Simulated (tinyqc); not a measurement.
Avalanche multiplication and breakdown of a junction from ionisation integrals: one step, computed by the program tinyqc.

Ionisation coefficients follow the local field. Position x runs through the depletion layer from the p side (x = 0), where electrons enter, to the n side (x = w), where holes enter. The built-in voltage is neglected.

Question. Coefficients at the critical field. alpha_n = a_n exp(-(b_n/F)^c), alpha_p = a_p exp(-(b_p/F)^c).

Inputs (values chosen for the exercise, modelled on silicon):

| quantity | value | unit |
|---|---|---|
| electron prefactor a_n | 664000 | 1/cm |
| electron field b_n | 1.23e+06 | V/cm |
| hole prefactor a_p | 1.53e+06 | 1/cm |
| hole field b_p | 1.98e+06 | V/cm |
| exponent c | 1 | - |

Junction: p-i-n with uniform field.

critical field F_m = 0.4301855 MV/cm

Give: alpha_n; alpha_p; ratio k = alpha_p/alpha_n; shorter ionisation length.

Answer.

alpha_n = 38056 1/cm

alpha_p = 15338 1/cm

ratio k = alpha_p/alpha_n = 0.4031

shorter ionisation length = 0.2628 micrometre
